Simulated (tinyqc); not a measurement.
# Strain, valley repopulation and piezoresistance in a many-valley conduction band, step by step

A worked calculation. Computed by tinyqc, a small Python program that keeps every step. Command: `OMP_NUM_THREADS=1 python tinyqc.py 3018857 3018858 out.jsonl valleys walk`. One thread of a shared host (Intel(R) Xeon(R) Processor @ 2.30GHz), about 0.02 s of CPU time with the checks. Intermediate numbers are printed to about 6 digits and carried at full precision; extremes and crossings named in words are read from the listed rows.

Valleys are ellipsoids with mass m_l along the axis a and m_t across it, parabolic, with one constant relaxation time; strain shifts the valleys and leaves the masses alone. Currents are taken along [110], along the load, and along [001], across the load.

Inputs (values chosen for the exercise, modelled on silicon): longitudinal mass m_l = 0.897 m_0; transverse mass m_t = 0.192 m_0; shear deformation potential Xi_u = 9.44 eV; dilation deformation potential Xi_d = 1.1 eV; C11 = 167 GPa; C12 = 63.8 GPa; C44 = 79.5 GPa; stress X (tension positive) = -590 MPa; electron density n = 1.6e+18 1/cm^3; relaxation time tau = 53 fs; temperature T = 300 K.

Valley axes: <100> (6 valleys in 3 pairs). Load: uniaxial [110].

Constants: k_B = 8.617333262e-05 eV/K; m_0 = 9.1093837015e-31 kg; k_B = 1.380649e-23 J/K; hbar = 1.054571817e-34 J s; e = 1.602176634e-19 C.

## Strain

Compliances S11 = (C11 + C12)/((C11 - C12)(C11 + 2 C12)), S12 = -C12/((C11 - C12)(C11 + 2 C12)), S44 = 1/C44; stress sigma_ij = X n_i n_j for the unit vector n of the load; e_xx = S11 sigma_xx + S12 (sigma_yy + sigma_zz), e_xy = S44 sigma_xy/2 (tensor strain).

strain tensor (%), rows x, y, z:
$$\begin{pmatrix}
-0.162041 & -0.185535 & 0.000000 \\
-0.185535 & -0.162041 & 0.000000 \\
0.000000 & 0.000000 & 0.123811
\end{pmatrix}$$

Caution: shear strain also changes the transverse masses of <100> valleys, which this model leaves out.

## Valley shifts

Herring-Vogt shift of a valley with unit axis a: dE = Xi_d tr(e) + Xi_u a.e.a.

shifts dE (meV): x -17.4997, y -17.4997, z 9.4848

splitting (highest minus lowest) = 26.9845 meV

Lowest: x, y; the splitting is 1.04 k_B T.

## Populations

Each of the 6 valleys holds n_v = N_v (2/sqrt(pi)) F_1/2((E_F - dE_v)/(k_B T)), N_v = 2 (m_d k_B T/(2 pi hbar^2))^(3/2), m_d = (m_l m_t^2)^(1/3); E_F solves sum n_v = n and is counted from the unstrained edge. F_j(eta) = int_0^infinity x^j/(1 + exp(x - eta)) dx, without a gamma-function factor. It is evaluated after integrating by parts. Integrals over x = E/(k_B T) use 160 Gauss-Legendre points in u = sqrt(x) from 0 to sqrt(max(eta, 0) + 32).

Fermi level E_F = -84.0108 meV

share of the electrons (per pair): x 0.424071, y 0.424071, z 0.151858

## Mobility tensor and resistance change

Mobility tensor mu = e tau sum_v (n_v/n) [1/m_t + (1/m_l - 1/m_t) a a^T]; unstrained mu_0 = e tau (1/m_l + 2/m_t)/3; resistivity along d from the inverse tensor, rho_d = d.mu^-1.d/(n e), mobility along d = 1/(d.mu^-1.d); gauge pi_d = (rho_d/rho_0 - 1)/X.

mobility tensor (cm^2/(V s)), rows x, y, z:
$$\begin{pmatrix}
323.688 & 0.000 & 0.000 \\
0.000 & 323.688 & 0.000 \\
0.000 & 0.000 & 427.561
\end{pmatrix}$$

unstrained mobility mu_0 = 358.312 cm^2/(V s)

mobility along the first direction = 323.688 cm^2/(V s)

mobility along the second direction = 427.561 cm^2/(V s)

resistance change along the first direction = 10.6968 %

resistance change along the second direction = -16.1962 %

The mobility lies between e tau/m_l = 104 and e tau/m_t = 486; the trace stays at 3 mu_0. Along the first direction the filled valleys present more of their heavy mass.

## Linear piezoresistance coefficients

With eta_0 the reduced Fermi level without strain, r = F_-1/2(eta_0)/(2 F_1/2(eta_0)) (1 for a classical gas) and c = r (Xi_u/k_B T) (m_l - m_t)/(2 m_l + m_t): pi11 = -(2/3) c (S11 - S12), pi12 = -pi11/2, pi44 = 0, with S11 - S12 = 1/(C11 - C12).

eta_0 = -2.81914

degeneracy factor r = 0.979789

pi11 = -82.0445 1e-11/Pa

pi12 = 41.0223 1e-11/Pa

pi44 = 0 1e-11/Pa

The gas is classical, so the coefficients follow 1/T.

## Full result against the linear law

Linear theory: pi_l = (pi11 + pi12 + pi44)/2, pi_t = pi12 along [001].

Resistance changes (%); at 2000 MPa the strain is near or above 1 %, where band warping, left out here, matters:
```
X (MPa)  splitting (meV)  largest share  first direction    linear  second direction    linear
-2000            91.4729       0.492627          20.4297   41.0223           -25.333  -82.0445
-1000            45.7364       0.459870          15.5743   20.5111           -21.230  -41.0223
-400             18.2946       0.400169           7.6631    8.2045           -12.461  -16.4089
-150              6.8605       0.360900           3.0245    3.0767            -5.546   -6.1533
-50               2.2868       0.342823           1.0209    1.0256            -1.981   -2.0511
50                2.2868       0.352858          -1.0289   -1.0256             2.123    2.0511
150               6.8605       0.393329          -3.0957   -3.0767             6.825    6.1533
400              18.2946       0.499768          -8.1408   -8.2045            21.543   16.4089
1000             45.7364       0.738546         -17.7474  -20.5111            75.912   41.0223
2000             91.4729       0.942063         -24.4790  -41.0223           184.309   82.0445
```

Along the first direction the linear law holds within 10 % for 6 of the 10 stresses, at -400, -150, -50.0, 50.0, 150, 400 MPa. At the largest compression the full change is +20.4 % against the linear +41.0 %, at the largest tension -24.5 % against -41.0 %: once the splitting is comparable with k_B T (or E_F) the populations no longer follow it linearly, and the change must saturate when the upper valleys are empty.

Checks made by the program: trace of the tensor against 3 mu_0 (relative difference below 1e-10); linear coefficients against the full calculation at 0.01 MPa (relative difference 2e-06).
